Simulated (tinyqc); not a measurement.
Inside a calculation. Model: MOS structure on a p-type body, non-linear Poisson equation by Newton steps.

Program tinyqc, `OMP_NUM_THREADS=1 python tinyqc.py 2080167 2080168 out.jsonl`; Intel Xeon 2.30GHz, shared host, one thread, about 0.7 s. Printed values are rounded; ~0 in a residual or rate marks an entry under 1e-11 of the largest of its column.

One dimension, insulator interface at x = 0, acceptor density Na, uniform, net doping C = -(acceptor density). psi is counted from the intrinsic level: n = ni exp((psi - Vb)/Vt), p = ni exp(-psi/Vt); deep in the body psi_b = -Vt ln(Na/ni). The gate acts through Cox = eps0 eox/tox and has the potential psi_G = Vg - (phiM - chi - Vt ln(Nc/ni)). Boltzmann statistics, full ionisation, classical densities, no oxide or interface charge. Acceptors in real wide-gap material are deep and only partly ionised in the neutral body.

Parameters, values chosen for the exercise; band and dielectric values close to those of 4H silicon carbide: temperature T = 300 K; band gap Eg = 3.28 eV; relative permittivity eps_r = 9.69; conduction-band density of states at T Nc = 1.71e19 cm^-3; valence-band density of states at T Nv = 2.54e19 cm^-3; electron affinity chi = 3.55 eV; acceptor density deep in the body Na = 1.1e18 cm^-3; relative permittivity of the gate insulator (close to silicon nitride) eox = 7.51; insulator thickness tox = 7.9 nm; gate work function phiM = 3.72 eV; electron quasi-Fermi potential against the body Vb = 0 V; gate voltage against the body Vg = 2.24 V.

Constants: q = 1.602176634e-19 C, kB = 1.380649e-23 J/K, Vt = kB T/q, eps0 = 8.8541878128e-14 F/cm where lengths are in cm. Results are converted to the units shown.

Range of the model: On a fine mesh the surface electron density exceeds 0.3 Nc, so degeneracy and confinement would lower the charge and push it away from the interface.

## Scales and end potentials

ni = sqrt(Nc Nv) exp(-Eg/(2 Vt)), Eg in volts; Cox, psi_G and psi_b as defined.

ni = 5.86310e-9 cm^-3
Cox = 0.841708 uF/cm^2
psi_G = 3.70489 V
psi_b = -1.56395 V

## Net doping on the mesh

x, node 0 to 11 (nm): 0  0.3  0.793  1.6  2.93  5.12  8.72  14.6  24.3  40.3  66.5  110

C = -(Na), taken at the nodes.

net doping C, node 0 to 11 (cm^-3): -1.1e18  -1.1e18  -1.1e18  -1.1e18  -1.1e18  -1.1e18  -1.1e18  -1.1e18  -1.1e18  -1.1e18  -1.1e18  -1.1e18

## Couplings between neighbouring nodes

a_i = eps0 eps_r/h_i for the interval from node i to i + 1, with h_i = x_(i+1) - x_i in cm.

coupling a_i, interval 0 to 10 (F/cm^2): 2.85990e-5  1.74031e-5  1.06316e-5  6.45091e-6  3.91767e-6  2.38325e-6  1.45913e-6  8.84506e-7  5.36232e-7  3.27470e-7  1.97235e-7

## Starting potential

psi_b + U (1 - x/W)^2 for x < W and psi_b beyond, with U = Vb - 2 psi_b and W = sqrt(2 eps0 eps_r U/(q Na)).

psi at the start, node 0 to 11 (V): 1.56395  1.53004  1.47471  1.38521  1.24063  1.01048  0.65356  0.12784  -0.58420  -1.33637  -1.56395  -1.56395

## Iteration 1: densities, residual and Jacobian diagonal

n_i = ni exp((psi_i - Vb)/Vt), p_i = ni exp(-psi_i/Vt), rho_i = p_i - n_i + C_i, g_i = (n_i + p_i)/Vt. Box widths w_i = (h_(i-1) + h_i)/2 in cm. Residual F_i = a_i (psi_(i+1) - psi_i) - a_(i-1) (psi_i - psi_(i-1)) + q rho_i w_i; Jacobian: a_(i-1) and a_i beside the diagonal, b_i = -a_(i-1) - a_i - q g_i w_i on it. Node 0 is free: w_0 = h_0/2, F_0 = a_0 (psi_1 - psi_0) + Cox (psi_G - psi_0) + q rho_0 w_0, b_0 = -a_0 - Cox - q g_0 w_0, with Cox = eps0 eox/tox, psi_G = Vg - (phiM - chi - Vt ln(Nc/ni)). The last node is fixed.

```
node    n (cm^-3)    p (cm^-3)
0          1.1e18  3.12509e-35
1      2.96237e17  1.16042e-34
2      3.48410e16  9.86652e-34
3      1.09295e15  3.14526e-32
4      4.07158e12  8.44290e-30
5       5.53874e8  6.20646e-26
6         558.993  6.14962e-20
7      8.23595e-7  4.17389e-11
8     8.99411e-19      38.2205
9     2.08012e-31   1.65260e14
10    3.12509e-35       1.1e18
11    3.12509e-35       1.1e18
```

```
node  residual F (C/cm^2)  diagonal b (F/cm^2)
0              8.26807e-7          -2.95430e-5
1             -1.88189e-9          -4.60749e-5
2            -3.62840e-10          -2.80487e-5
3            -1.87104e-11          -1.70832e-5
4            -1.14812e-13          -1.03686e-5
5            -2.56907e-17          -6.30093e-6
6                      ~0          -3.84239e-6
7                      ~0          -2.34364e-6
8                      ~0          -1.42074e-6
9             -4.29994e-8          -8.65863e-7
10             7.45266e-8          -2.42828e-5
```

## Iteration 1: Newton step

Solve the tridiagonal system a_(i-1) d_(i-1) + b_i d_i + a_i d_(i+1) = -F_i for nodes 0 to 10, with d = 0 on fixed nodes. Half of the step is added while the largest |d| exceeds 1.5 Vt, the full step after that.

Newton step d, before damping, node 0 to 10 (V): 0.697227  0.691330  0.684639  0.674625  0.658199  0.631153  0.586693  0.514076  0.394281  0.196683  0.005722
psi after iteration 1, node 0 to 11 (V): 1.91257  1.87570  1.81703  1.72252  1.56973  1.32605  0.94690  0.38488  -0.38706  -1.23803  -1.56109  -1.56395

## Iteration 2: densities, residual and Jacobian diagonal

As before.

```
node    n (cm^-3)    p (cm^-3)
0      7.90388e23  4.34925e-41
1      1.89913e23  1.81009e-40
2      1.96249e22  1.75165e-39
3      5.07221e20  6.77732e-38
4      1.37528e18  2.49956e-35
5      1.10882e14  3.10024e-31
6       4.73599e7  7.25846e-25
7       0.0171300  2.00677e-15
8     1.84407e-15    0.0186414
9     9.33583e-30   3.68215e12
10    3.49077e-35   9.84768e17
11    3.12509e-35       1.1e18
```

```
node  residual F (C/cm^2)  diagonal b (F/cm^2)
0             -0.00189906           -0.0735059
1             -0.00120642           -0.0467135
2             -2.04371e-4          -0.00793366
3             -8.68299e-6          -3.52965e-4
4             -3.87790e-8          -1.18687e-5
5            -5.14270e-12          -6.30113e-6
6                      ~0          -3.84239e-6
7                      ~0          -2.34364e-6
8                      ~0          -1.42074e-6
9             -2.13418e-8          -8.63750e-7
10             4.08888e-8          -2.17940e-5
```

## Iteration 2: Newton step

As before.

Newton step d, before damping, node 0 to 10 (V): -0.0258456  -0.0258514  -0.0258514  -0.0258631  -0.0264976  -0.0277901  -0.0299149  -0.0333854  -0.0391106  -0.0485542  0.0011466
psi after iteration 2, node 0 to 11 (V): 1.89964  1.86278  1.80410  1.70959  1.55648  1.31216  0.93195  0.36818  -0.40662  -1.26231  -1.56052  -1.56395

## Course of the Newton iteration

Stop when the largest undamped |d| is below 1e-9 V, or after 80 iterations.

Course of the iteration:
```
iteration  largest |F| (C/cm^2)  largest |d| (V)  at node
1                       8.27e-7            0.697        0
2                       1.90e-3           0.0486        9
3                       1.15e-3           0.0296        9
4                       4.24e-4           0.0258        1
5                       1.56e-4           0.0258        1
6                       5.71e-5           0.0258        1
7                       2.09e-5           0.0258        1
8                       7.53e-6           0.0254        1
9                       2.64e-6           0.0240        2
10                      8.72e-7           0.0195        2
11                      2.47e-7           0.0106        2
12                      4.31e-8          2.48e-3        2
13                      1.95e-9          1.16e-4        1
14                     4.24e-12          2.49e-7        1
15                     1.96e-17         1.14e-12        1
```

Converged in 15 iterations. Once the step is below 0.1 Vt, 3 more iteration(s) reach the threshold: near the solution the error is roughly squared each time.

## Converged densities and sheet charges

converged psi, node 0 to 11 (V): 1.69599  1.65224  1.59294  1.50027  1.35071  1.11235  0.74194  0.19419  -0.55420  -1.36632  -1.56114  -1.56395

n and p as above; box widths w_i (half boxes at both ends); band bending psi_0 - psi_b; N_inv = sum w n; N_dep = -sum w (p + C); centroid sum w n x/N_inv; gate charge Cox (psi_G - psi_0)/q.

```
node    n (cm^-3)    p (cm^-3)
0      1.81779e20  1.89108e-37
1      3.34555e19  1.02751e-36
2      3.37592e18  1.01827e-35
3      9.36599e16  3.67030e-34
4      2.87724e14  1.19476e-31
5      2.84948e10  1.20639e-27
6         17066.6  2.01422e-21
7      1.07230e-5  3.20581e-12
8     2.87053e-18      11.9755
9     6.53006e-32   5.26426e14
10    3.48382e-35   9.86732e17
11    3.12509e-35       1.1e18
```

band bending = 3.25995 V
N_inv = 4.28269e12 cm^-2
N_dep = 6.26763e12 cm^-2
centroid of the electrons = 0.137326 nm
gate charge over q = 1.05538e13 cm^-2

N_inv + N_dep is 0.033 % below the gate charge. A mesh of about 600 nodes or more gives a band bending of 3.269 V and N_inv = 4.338e12 cm^-2; this mesh is 1.3 % below the latter.
